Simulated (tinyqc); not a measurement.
What each parameter does: four-band model of biased bilayer graphene near K.

Basis A1, B1, A2, B2, with B1 below A2; p = kx + i ky, v_j = (sqrt3/2) a g_j. Diagonal -U/2, -U/2, U/2, U/2; <A1|B1> = <A2|B2> = v0 p*, <B1|A2> = g1, <A1|B2> = v3 p, <A1|A2> = <B1|B2> = -v4 p*.

Parameters, chosen for this exercise (near those used for Bernal bilayer graphene; shifted at random, so the results belong to these values and not to a real crystal): a = 2.46 angstrom (lattice constant); g0 = 3.02 eV (hopping in a layer); g1 = 0.319 eV (hopping of the dimer sites); g3 = 0.35 eV (skew hopping A1-B2); g4 = 0.15 eV (skew hopping A1-A2); U = 0.1 eV (potential difference of the layers); k = (0.007, 0.048) 1/angstrom (wave vector from K).

The four levels at k.

One parameter was then changed.

Results before and after:

| case | band 1 (eV) | band 2 (eV) | band 3 (eV) | band 4 (eV) |
|---|---|---|---|---|
| base | -0.5267 | -0.1850 | 0.2112 | 0.5005 |
| changed | -0.5494 | -0.1784 | 0.2042 | 0.5235 |

Which of these changes was made? (a) g0 = 3.171 eV; (b) g1 = 0.3509 eV; (c) g4 = 0.2 eV; (d) g3 = 0.45 eV; (e) U = 0.15 eV.

Answer: (b) g1 = 0.3509 eV. Of the candidates, run in turn, only this one gives the changed row.

All candidates:

| case | band 1 (eV) | band 2 (eV) | band 3 (eV) | band 4 (eV) |
|---|---|---|---|---|
| base | -0.5267 | -0.1850 | 0.2112 | 0.5005 |
| g0 = 3.171 eV | -0.5407 | -0.1983 | 0.2247 | 0.5143 |
| g1 = 0.3509 eV | -0.5494 | -0.1784 | 0.2042 | 0.5235 |
| g3 = 0.45 eV | -0.5260 | -0.1887 | 0.2148 | 0.5000 |
| g4 = 0.2 eV | -0.5311 | -0.1807 | 0.2156 | 0.4962 |
| U = 0.15 eV | -0.5343 | -0.1800 | 0.2050 | 0.5093 |

Only g4 breaks the mirror symmetry between the upper and lower bands.

Computed by tinyqc, a small Python program: `OMP_NUM_THREADS=1 python tinyqc.py 1480491 1480492 out.jsonl` (the numbers bound the seed that draws the inputs); one thread of a shared host (Intel(R) Xeon(R) Processor @ 2.30GHz), about 0.03 s for the whole set of steps.
